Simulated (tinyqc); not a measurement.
Inside a calculation. Method: Jacobi rotations on a symmetric matrix. One step of it, computed by the program tinyqc.

Problem. Jacobi rotation 1. Take the largest off-diagonal element A_pq; tan 2 theta = 2 A_pq / (A_qq - A_pp) with |theta| <= pi/4; A' = J^T A J with J_pp = J_qq = cos, J_pq = sin, J_qp = -sin.

A, lower triangle:
```
           1          2          3          4         5
1   0.605000
2   1.316000   1.095000
3   0.030000  -0.342000   2.774000
4  -0.529000  -0.636000  -0.695000   3.316000
5   0.805000  -0.563000   1.232000  -0.877000  4.913000
```

Give: p, q, theta; A'.

Solution.

p, q, theta (rad): 1.0000  2.0000  0.6934

A', lower triangle:
```
         1        2        3        4       5
1  -0.4886
2   0.0000   2.1886
3   0.2417  -0.2439   2.7740
4  -0.0004  -0.8272  -0.6950   3.3160
5   0.9790   0.0815   1.2320  -0.8770  4.9130
```
